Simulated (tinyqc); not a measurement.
Monte Carlo simulation of one carrier in a uniform electric field: one step, computed by the program tinyqc. Command: `OMP_NUM_THREADS=1 python tinyqc.py 3002422 3002423 out.jsonl mcfl walk`. One thread of a shared host (Intel(R) Xeon(R) Processor @ 2.30GHz), about 1 s of CPU time with the checks.

The force e F acts along +z. Flights end at the constant total rate Gamma; the part of Gamma that the real rates do not fill is self-scattering, which leaves k unchanged. One valley, no impurities; equivalent final valleys enter only through Z_f in the optical rate.

Problem. Flight 1. Parabolic band: E = hbar^2 k^2/(2 m), speed v = hbar k/m, states per spin, volume and energy g(E) = m k/(2 pi^2 hbar^2). Masses are multiplied by m_0 and all formulas are in SI units. Flight: t = -ln(r1)/Gamma; k_z grows by e F t/hbar; E follows from the band; dz = (E_end - E_start)/(e F). Use row 1 of the random numbers.

Inputs (values chosen for the exercise, modelled on electrons in germanium): effective mass m = 0.219 m_0; lattice temperature T = 300 K; electric field F = 3.7 kV/cm.

Crystal: non-polar. Band: parabolic.

starting wave vector (1/nm): [0.29, -0.0063, 0.16]

Random numbers (0.02 to 0.98, from up to 60 sets tried for early real events), one row a flight, columns r1, r2, r3, r4:
```
[[0.7266, 0.4096, 0.9713, 0.5292],
 [0.6541, 0.0694, 0.8992, 0.8742],
 [0.4701, 0.5499, 0.3305, 0.0717],
 [0.5969, 0.5123, 0.7893, 0.6042],
 [0.2578, 0.9729, 0.8154, 0.7413],
 [0.6035, 0.4018, 0.4144, 0.2730],
 [0.5405, 0.7560, 0.1995, 0.8376]]
```

Gamma = 24.15980 1e12/s

Constants: e = 1.602176634e-19 C; hbar = 1.054571817e-34 J s; m_0 = 9.1093837015e-31 kg.

Give: flight time t; k at the end of the flight; energy at the end; displacement dz.

Solution.

flight time t = 13.22 fs

k at the end of the flight (1/nm): [0.2900, -0.0063, 0.1674]

energy at the end = 19.51 meV

displacement dz = 1.144 nm
